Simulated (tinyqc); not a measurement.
# Landau coefficient from the swing

Inverse problem. Below threshold and near Q = 0, a ferroelectric film of thickness tf changes the swing n Vt ln 10 by the factor 1 + 2 al tf Cp, and al = -3 sqrt(3) Ec/(4 Pr) (1 nm times 1 kV/cm is 1e-4 V). Find n, al and Pr.

Parameters, values chosen for the exercise: temperature T = 300 K; coercive field Ec = 800 kV/cm; overlap capacitance per gate area Cp = 0.33 uF/cm^2.

Constants: q = 1.602176634e-19 C, kB = 1.380649e-23 J/K, Vt = kB T/q. Results are converted to the units shown.

swing without the film and with tf = 22 nm (mV/decade): [77.979622, 73.076775]

Solution. The first swing gives n, the ratio of the two gives al, and Ec then gives Pr.

n = 1.310
al = -43.30 kV cm/uC
Pr = 24.00 uC/cm^2

Computed by the program tinyqc: `OMP_NUM_THREADS=1 python tinyqc.py 2860016 2860017 out.jsonl`, one thread of a shared Intel Xeon 2.30GHz, about 0.01 s for the whole run.
